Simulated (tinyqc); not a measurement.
Changing the temperature T: oxidation of curved silicon (wires and holes): cylindrical Deal-Grove kinetics with stress-retarded reaction. Computed by tinyqc, a small Python program. Command: `OMP_NUM_THREADS=1 python tinyqc.py 3026143 3026144 out.jsonl wireox sweep`. One thread of a shared host (Intel(R) Xeon(R) Processor @ 2.30GHz), about 0.03 s of CPU time with the checks.

Silicon fills r < a and oxide a < r < b. One volume of silicon gives 2.25 volumes of oxide, and the length is fixed.

Inputs (values chosen for the exercise, close to those used for silicon in dry oxygen):

| quantity | value | unit |
|---|---|---|
| prefactor B0 | 838 | um^2/h |
| activation energy E_B | 1.23 | eV |
| prefactor (B/A)0 | 5.16e+06 | um/h |
| activation energy E_A | 2 | eV |
| starting silicon radius a0 | 63 | nm |
| starting oxide x_i | 2 | nm |
| viscosity prefactor eta0 | 2.4e-09 | Pa s |
| viscosity energy E_eta | 5.61 | eV |
| critical shear stress s_c | 35 | MPa |
| activation volume V_k | 14 | angstrom^3 |
| time t | 0.66 | h |

Shape: wire (convex).

Constants: k_B = 8.617333262e-05 eV/K.

Method:
- B = B0 exp(-E_B/(k_B T)), B/A = (B/A)0 exp(-E_A/(k_B T)), eta = eta0 exp(E_eta/(k_B T)); 1 um = 1000 nm.
- Temperatures in kelvin are T(C) + 273.15.
- Geometry: b^2 = b0^2 + 1.25 (a0^2 - a^2), b0 = a0 + x_i.
- Rate of oxide made per interface area: q = 1/[1/k + 2 a |ln(b/a)|/B], and |da/dt| = q/2.25. Reaction k = (B/A) exp(-sigma V_k/(k_B T)). New oxide pushes the old with radial speed u = 1.25 |da/dt| at r = a; the shear stress at radius r is s_c asinh(z a^2/r^2), z = 2 eta u/(a s_c) (Eyring flow), and the compressive normal stress at the interface is sigma = |int_a^b 2 s/r dr| = s_c |F(z) - F(z a^2/b^2)|, F(y) = int_0^y asinh(w)/w dw. q and sigma are solved together. 1 MPa angstrom^3 = 6.241509e-6 eV.
- Integrate da/dt adaptively (tolerance 1e-8); a wire counts as consumed at a = 0.5 nm and a hole as closed at b = 0.5 nm. Planar reference: x^2 + A x = B t + x_i^2 + A x_i, A = B/(B/A).

One run for each value:

| temperature T (C) | ratio to the planar thickness | normal stress at time t (MPa) | oxide thickness (nm) | low-stress viscosity eta (Pa s) |
|---|---|---|---|---|
| 750 | 0.98989 | 38.83 | 2.452 | 1.0319e+19 |
| 800 | 0.97764 | 45.19 | 3.293 | 5.3231e+17 |
| 850 | 0.95736 | 62.58 | 5.318 | 3.5752e+16 |
| 900 | 0.92687 | 95.73 | 9.640 | 3.0228e+15 |
| 950 | 0.88794 | 145.27 | 17.705 | 3.1279e+14 |
| 1000 | 0.85234 | 204.05 | 30.747 | 3.8677e+13 |
| 1050 | 0.83466 | 262.84 | 49.295 | 5.6011e+12 |
| 1100 | 0.84210 | 339.66 | 73.578 | 9.3370e+11 |

What does the table show, and why?

Over the rows, ratio to the planar thickness goes from 0.990 through a minimum among these rows, 0.835 at 1050, to 0.842; normal stress at time t (MPa) rises from 38.8 to 340; oxide thickness (nm) rises from 2.45 to 73.6. The viscosity drops by a factor 1.1e7 over the rows. In shear-thinning flow the stress feels the viscosity only through a logarithm, while the thicker oxide of a hotter run adds to it.

Caution (rows 750, 800, 850, 900, 950): planar dry oxides this thin grow faster than Deal-Grove predicts. Caution (all rows): the oxide is taken as a purely viscous fluid in steady flow; elasticity, stress-dependent diffusion and thin-oxide enhancement are left out.

Extremes, crossings and ranges named in words are read from the listed rows.
